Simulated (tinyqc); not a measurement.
Rate against temperature: collinear exchange A + BC -> AB + C on a London-Eyring-Polanyi-Sato surface: saddle, string of images and rate. Computed by tinyqc, a small Python program. Command: `OMP_NUM_THREADS=1 python tinyqc.py 3110385 3110386 out.jsonl leps walk`. One thread of a shared host (Intel(R) Xeon(R) Processor @ 2.30GHz), about 0.06 s of CPU time with the checks.

x = r(AB), y = r(BC), r(AC) = x + y. V is counted from separated atoms, the barrier from A + BC, that is V + D(BC).

Inputs (values chosen for the exercise, bond data loosely for abstraction of hydrogen from a Si-H bond by a hydrogen atom; the barrier is not fitted):
```
quantity            value           unit
D(AB)                4.74             eV
r0(AB)              0.742       angstrom
beta(AB)             1.94     1/angstrom
D(BC)                4.05             eV
r0(BC)               1.48       angstrom
beta(BC)             1.52     1/angstrom
D(AC)                4.11             eV
r0(AC)               1.48       angstrom
beta(AC)             1.52     1/angstrom
Sato parameter S    0.099              -
mass of A           1.008              u
mass of B           1.008              u
mass of C           28.09              u
temperature T         300              K
step of the string   0.01  angstrom^2/eV
```

Constants: nu for 1 eV/(angstrom^2 u) = 15.6333042 THz; h x 1 THz = 4.135667696 meV; k_B = 1.380649e-23 J/K; u = 1.6605390666e-27 kg; k_B = 8.617333262e-05 eV/K.

Method:
- For each pair, with u = exp(-beta (r - r0)): Q = D [(3 + S) u^2 - (2 + 6 S) u]/(4 (1 + S)), J = D [(1 + 3 S) u^2 - (6 + 2 S) u]/(4 (1 + S)); V = Q1 + Q2 + Q3 - sqrt(((J1 - J2)^2 + (J2 - J3)^2 + (J3 - J1)^2)/2).
- String of 9 images between the fixed ends (r0(AB) + 2, r0(BC)) and (r0(AB), r0(BC) + 2), started on the two straight legs through (r0(AB) + 0.3, r0(BC) + 0.3): each iteration moves the inner images by -step x gradient (central differences) and spaces them evenly again along the broken line (coordinates are kept between 0.2 and 8 angstrom); stop when no coordinate changes by more than 1e-5 angstrom, at most 400 iterations.
- From the highest inner image, z -> z - H^-1 g with gradient g and Hessian H by central differences, steps capped at 0.15 angstrom, 12 steps.
- Wilson matrix G = [[1/m_A + 1/m_B, -1/m_B], [-1/m_B, 1/m_B + 1/m_C]]; eigenvalues lambda of G H give nu = 15.6333042 THz x sqrt(|lambda|), the negative one being imaginary. Reactant: nu_BC from k = 2 D beta^2 and 1/m_B + 1/m_C. Skew angle: cos = sqrt(m_A m_C/((m_A + m_B)(m_B + m_C))).
- One-dimensional rate constant without tunnelling, k = sqrt(k_B T/(2 pi mu)) [sinh(h nu_BC/(2 k_B T))/sinh(h nu_s/(2 k_B T))] exp(-barrier/(k_B T)) with mu = m_A (m_B + m_C)/(m_A + m_B + m_C); Wigner factor 1 + (h nu_i/(k_B T))^2/24; adiabatic barrier = barrier + h (nu_s - nu_BC)/2.

nu_BC = 68.5587 THz

real frequency at the saddle = 32.3911 THz

barrier = 0.452884 eV

imaginary frequency = 62.2354 THz

adiabatic barrier = 0.378096 eV

Rates; the last column is k_B T^2 d ln k/dT:
```
T (K)    k (cm/s)  Wigner factor  activation energy (eV)
300    2.8560e-02         5.1302                 0.39177
400    1.2960e+00         3.3232                 0.39806
550    3.1442e+01         2.2288                 0.40951
750    3.2833e+02         1.6608                 0.42613
1000   1.7684e+03         1.3717                 0.44610
1400   8.1005e+03         1.1897                 0.47434
2000   2.7445e+04         1.0929                 0.51042
```

What follows from these numbers?

The activation energy goes from 0.392 eV at 300 K, near the adiabatic barrier plus k_B T/2 (0.391), to 0.510 eV at 2000 K; the classical limit is the barrier plus k_B T/2 (0.539). Caution: the Wigner factor exceeds 2 at T: tunnelling, left out of k, is large and needs a better treatment than this factor.

Extremes, crossings and ranges named in words are read from the listed rows.
